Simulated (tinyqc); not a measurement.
Bandgap voltage reference from two bipolar transistors: output against temperature.

Two transistors of area 1 and N carry the same current I. Is(T) = Is (T/T0)^eta exp[(Vg0 q/kB)(1/T0 - 1/T)], VBE1 = Vt ln(I/Is(T)) + I rb, VBE2 = Vt ln(I/(N Is(T))) + I rb/N. The amplifier forces I R1(T) = VBE1 - VBE2 + Vos, with R(T) = R (1 + tc (T - T0)) for both resistors, and the output is Vref = VBE1 + I R2(T). Base currents and the Early effect are neglected.

Vt = kB T/q; I = (Vt ln N + Vos)/(R1(T) - rb (1 - 1/N)).

Parameters, values chosen for the exercise; values of the order met in silicon bipolar transistors:
- T0 = 300 K (reference temperature)
- Vg0 = 1.141 V (band-gap voltage extrapolated to 0 K)
- eta = 3.4 (temperature exponent of the saturation current)
- Is = 5e-16 A (saturation current of the unit transistor at T0)
- N = 24 (area ratio of the second transistor)
- R1 = 14 kohm (resistor across which the difference of VBE falls, at T0)
- tc = -600 ppm/K (temperature coefficient of both resistors)
- Vos = 0 mV (offset of the amplifier)
- rb = 0 ohm (series resistance of the unit transistor)
- R2 = 99.01 kohm (output resistor at T0)

Constants: q = 1.602176634e-19 C, kB = 1.380649e-23 J/K. Results are converted to the units shown.

Result of one run:
```
I (uA)	VBE1 (V)	I R2 (V)	Vref (V)	Vref - Vref(T0) (mV)	dVref/dT (uV/K)
5.8224	0.60340	0.57717	1.1806	0.11848	-58.662
```

Which temperature T gave this result: 218, 298, 348 or 373 K?

T = 298 K.

The whole series:
```
T (K)	I (uA)	VBE1 (V)	I R2 (V)	Vref (V)	Vref - Vref(T0) (mV)	dVref/dT (uV/K)
218	4.0645	0.76093	0.42222	1.1832	2.7114	-2.6937
233	4.3817	0.73175	0.45127	1.1830	2.5785	-14.875
253	4.8134	0.69256	0.49001	1.1826	2.1297	-29.766
273	5.2552	0.65310	0.52875	1.1818	1.3967	-43.321
298	5.8224	0.60340	0.57717	1.1806	0.11848	-58.662
323	6.4068	0.55333	0.62559	1.1789	-1.5237	-72.478
348	7.0093	0.50294	0.67401	1.1770	-3.4945	-84.982
373	7.6307	0.45225	0.72243	1.1747	-5.7633	-96.347
398	8.2719	0.40129	0.77085	1.1721	-8.3035	-106.71
423	8.9339	0.35009	0.81927	1.1694	-11.091	-116.17
```

VBE1 falls by 2.00 mV/K on average and I R2 rises by 1.94 mV/K. The slope of Vref vanishes at T = 215 K. Between 233 and 398 K Vref spans 10.9 mV, or 55.9 ppm/K by the box method (span over the average over T, over 165 K).

tinyqc, about 0.02 s, one thread, Intel Xeon 2.30GHz (shared host): `OMP_NUM_THREADS=1 python tinyqc.py 2062154 2062155 out.jsonl`
